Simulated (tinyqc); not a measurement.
# Via and link resistance from two via chains

Problem. A chain of 2000 vias joined by 2000 metal links has R = 2000 (Rv + Rlink), with Rlink proportional to the link length. Find Rv, Rlink for length L, and the value of Rv that the short chain would give if the links were ignored.

resistance of chains of 2000 links with link lengths L and 3 L (ohm): [60000, 1.04e5]

Answer. R per link is a straight line in the link length; its intercept at zero length is Rv.

Rv = 19.00 ohm
Rlink = 11.00 ohm
Rv without correction = 30.00 ohm

Program tinyqc, `OMP_NUM_THREADS=1 python tinyqc.py 2750067 2750068 out.jsonl`; Intel Xeon 2.30GHz, shared host, one thread, about 0.01 s.
